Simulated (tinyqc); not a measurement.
# Thermoelectric coefficients of a parabolic band, Landauer integrals: effects of single changes

Bulk parabolic band, x = (E - Ec)/kB T, C = hbar^2/(2 m0), kB T in eV. Modes per area gv m kB T x/(4 pi C) times the back-scattering length l0 x^rr give the transport function s0 X(x), s0 = (2 q^2/h) gv m kB T l0/(4 pi C), X = x^(1 + rr). I_k = int X (x - eta)^k w dx, w = 1/(4 cosh^2((x - eta)/2)).

Parameters, values chosen for the exercise:
- T = 700 K (temperature)
- m = 0.3 m0 (mass of one valley)
- gv = 6 (valleys)
- l0 = 0.57 nm (back-scattering length at x = 1)
- rr = 1 (energy exponent of that length)
- kL = 0.38 W/(m K) (lattice thermal conductivity)

Constants: q = 1.602176634e-19 C, kB = 1.380649e-23 J/K, hbar = 1.054571817e-34 J s, h = 6.62607015e-34 J s, m0 = 9.1093837015e-31 kg, Vt = kB T/q, hbar^2/(2 m0) = 0.0380998212 eV nm^2. Results are converted to the units shown.

Each table varies one quantity; the others keep the values above.

## Effect of the Fermi level

sigma = s0 I_0, S = -(kB/q) I_1/I_0, Lorenz number L = (kB/q)^2 [I_2/I_0 - (I_1/I_0)^2], kappa_e = L sigma T. Power factor S^2 sigma, ZT = S^2 sigma T/(kappa_e + kL). The integrals are converged.

Effect of the Fermi level:
```
eta	sigma (S/cm)	S (uV/K)	kappa_e (W/(m K))	power factor (mW/(m K^2))	ZT
-4	3.652	-603.8	0.005695	0.1332	0.2417
-3	9.852	-518.6	0.01536	0.2650	0.4691
-2	26.24	-435.1	0.04093	0.4967	0.8260
-1	67.84	-355.3	0.1058	0.8564	1.234
0	164.8	-283.4	0.2572	1.323	1.453
1	361.8	-223.6	0.5667	1.808	1.337
2	703.9	-177.6	1.109	2.220	1.043
3	1221	-143.7	1.942	2.522	0.7602
4	1928	-118.9	3.099	2.728	0.5490
5	2832	-100.6	4.596	2.865	0.4031
6	3935	-86.70	6.441	2.957	0.3035
```

What does the table show?

sigma rises from 3.65 to 3930 S/cm, and S rises from -604 to -86.7 uV/K. Among the rows the power factor is largest at eta = 6 and ZT, 1.45, at eta = 0, where S = -283 uV/K. The power factor is still rising in the last row. ZT peaks at a lower eta than the power factor because kappa_e grows with sigma.

## Best figure of merit against the lattice conductivity

Same model as above.

For each row eta is chosen to maximise ZT; B = (kB/q)^2 s0 T/kL.

Best figure of merit against the lattice conductivity:
```
kL (W/(m K))	B	best eta	best ZT	S there (uV/K)
0.12	0.4339	-0.794	2.671	-339.7
0.27	0.1928	-0.148	1.762	-293.3
0.59	0.08824	0.494	1.125	-252.1
1.3	0.04005	1.178	0.6801	-214.4
2.8	0.01859	1.894	0.3977	-181.8
6.1	0.008535	2.693	0.2203	-153.0
13	0.004005	3.560	0.1192	-128.9
29	0.001795	4.601	0.05984	-107.3
```

What does the table show?

As B falls from 0.434 to 0.00180, the best ZT falls from 2.67 to 0.0598, as B^(0.51) between the first two rows and B^(0.86) between the last two; the best eta moves from -0.79 to 4.60, towards the optimum of the power factor, since kappa_e matters less when kL is large.

Range of the model: Parabolic bands, elastic scattering and a fixed kL make these model figures, not those of a material.

tinyqc, about 0.1 s, one thread, Intel Xeon 2.30GHz (shared host): `OMP_NUM_THREADS=1 python tinyqc.py 2800110 2800111 out.jsonl`
